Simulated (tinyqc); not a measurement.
From results back to parameters: defect-molecule model of a vacancy with Jahn-Teller distortion.

Problem. With et the undistorted t2 level, Uc the repulsion of two electrons, I the Jahn-Teller coupling and k the force constant, the levels above Ev are E(2+/+) = et - E_JT, E(+/0) = et - 3 E_JT + Uc, the Stokes shift of the first transition is 2 E_JT, E_JT = 2 I^2/k and the distortion of the + state is 2 I/k. The values below come from hidden parameters.

levels (eV): (2+/+) 0.06812, (+/0) 0.11437

Stokes shift = 0.363752 eV
distortion of + = 0.150311 angstrom

Find: et, Uc; I; k.

Solution. E_JT is half the Stokes shift; et = E(2+/+) + E_JT; Uc = E(+/0) - E(2+/+) + 2 E_JT; with Q the distortion, I = E_JT/Q and k = 2 E_JT/Q^2.

et, Uc (eV): 0.250  0.410

I = 1.21 eV/angstrom
k = 16.1 eV/angstrom^2

Run: tinyqc, `OMP_NUM_THREADS=1 python tinyqc.py 1450703 1450704 out.jsonl`; Intel(R) Xeon(R) Processor @ 2.30GHz, one thread, shared host; about 0.01 s of CPU time with all checks.
